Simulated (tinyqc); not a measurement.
Opening the gap, as alloying or pressure does: deep trap from a strong local potential in a two-band host (Koster-Slater model with semi-elliptic bands). Computed by tinyqc, a small Python program. Command: `OMP_NUM_THREADS=1 python tinyqc.py 3028802 3028803 out.jsonl deeptrap walk`. One thread of a shared host (Intel(R) Xeon(R) Processor @ 2.30GHz), about 0.03 s of CPU time with the checks.

The valence band spans -2 W_v to 0 and the conduction band E_g to E_g + 2 W_c. The orbital at the impurity site has weight f_v in the valence band and 1 - f_v in the conduction band, each spread as a semi-ellipse (2/(pi W^2)) sqrt(W^2 - x^2) about the band centre. The impurity adds U to this orbital. Spin is left out.

Inputs (values chosen for the exercise, for a model semiconductor):
```
quantity                                value  unit
gap E_g                                  6.36    eV
half-width of the valence band W_v          6    eV
half-width of the conduction band W_c     2.3    eV
valence weight f_v of the site orbital   0.54     -
impurity potential U                    -17.1    eV
```

Impurity: attractive, donor-like.

Method:
- In the gap G(E) = f_v (2/W_v^2)[x - sqrt(x^2 - W_v^2)] - (1 - f_v)(2/W_c^2)[y - sqrt(y^2 - W_c^2)], x = E + W_v, y = E_g + W_c - E.
- The trap level solves G(E) = 1/U (bisection). With D = -dG/dE = D_v + D_c, D_v = f_v (2/W_v^2)[x/sqrt(x^2 - W_v^2) - 1] and D_c = (1 - f_v)(2/W_c^2)[y/sqrt(y^2 - W_c^2) - 1], the weight on the impurity orbital is 1/(U^2 D) and the conduction-band character is D_c/D.
- The conduction band is shifted rigidly; widths, weights and U stay.

Against the gap:
```
E_g (eV)  E_t (eV)  depth below E_c (eV)  conduction character
3.18        1.8385                1.3415               0.75205
4.13        2.5667                1.5633               0.77953
5.09        3.3258                1.7642               0.80120
5.72        3.8344                1.8856               0.81325
6.36        4.3585                2.0015               0.82419
7.31        5.1484                2.1616               0.83850
8.27        5.9595                2.3105               0.85111
10.20       7.6233                2.5767               0.87222
```

What follows from these numbers?

As the conduction band moves up by 7.020 eV the level follows by 5.785 eV, a mean slope of 0.82; the local slope is the conduction character. A shallow donor would follow with slope 1 and a shallow acceptor with slope 0.
